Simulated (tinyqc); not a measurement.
Permittivity and interface capacitance from two thicknesses.

Question. 1/C = t/(eps0 ek) + 2/ci for planar capacitors that differ only in thickness. Find ek, ci and the EOT of the interfaces, 2 x 3.9 eps0/ci.

Constants: eps0 = 8.8541878128e-14 F/cm where lengths are in cm. Results are converted to the units shown.

C at t = 11 and 34 nm (uF/cm^2): [1.6366744, 0.53068741]

Answer. 1/C is a straight line in t: the slope gives ek and the intercept 2/ci. A single thickness would give only the effective permittivity; when the interfaces are a small part of 1/C, ci needs very accurate data.

ek = 20.40
ci = 1000 uF/cm^2
EOT of the interfaces = 0.006906 nm

Numbers from tinyqc (`OMP_NUM_THREADS=1 python tinyqc.py 2102177 2102178 out.jsonl`; about 0.01 s on one thread of a shared Intel Xeon 2.30GHz).
